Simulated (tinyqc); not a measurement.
Inside a calculation. Method: one-electron ion in a basis of Gaussians. One step of it, computed by the program tinyqc.

Task: Matrices over normalised Gaussians. With p = a_i + a_j and I(k) = Gamma((k+1)/2) / (2 p^((k+1)/2)): S = I(2l+2), T = (2l+3) a_i a_j S / p, V = -Z I(2l+1), each divided by sqrt(S_ii S_jj).

exponents of r^l exp(-a r^2) (1/bohr^2): 0.609500  1.383000  3.139000  7.123000  16.170000  36.690000  83.250000

Z = 3

l = 0

Give: S; T; V.

Result:

S, lower triangle:
```
        1       2       3       4       5       6       7
1  1.0000
2  0.8847  1.0000
3  0.6340  0.8846  1.0000
4  0.3956  0.6340  0.8847  1.0000
5  0.2289  0.3955  0.6339  0.8846  1.0000
6  0.1277  0.2289  0.3956  0.6339  0.8847  1.0000
7  0.0700  0.1277  0.2289  0.3956  0.6341  0.8847  1.0000
```

T (hartree), lower triangle:
```
        1       2       3        4        5        6         7
1  0.9143
2  1.1228  2.0745
3  0.9708  2.5478  4.7085
4  0.6664  2.2027  5.7827  10.6845
5  0.4033  1.5117  4.9991  13.1222  24.2550
6  0.2297  0.9152  3.4317  11.3443  29.7886  55.0350
7  0.1271  0.5211  2.0777   7.7876  25.7571  67.5907  124.8750
```

V (hartree), lower triangle:
```
         1        2        3         4         5         6         7
1  -3.7375
2  -4.2274  -5.6299
3  -4.1552  -6.3680  -8.4818
4  -3.7242  -6.2591  -9.5936  -12.7768
5  -3.1740  -5.6094  -9.4295  -14.4519  -19.2507
6  -2.6397  -4.7811  -8.4514  -14.2045  -21.7740  -28.9978
7  -2.1706  -3.9764  -7.2035  -12.7312  -21.4027  -32.7987  -43.6801
```
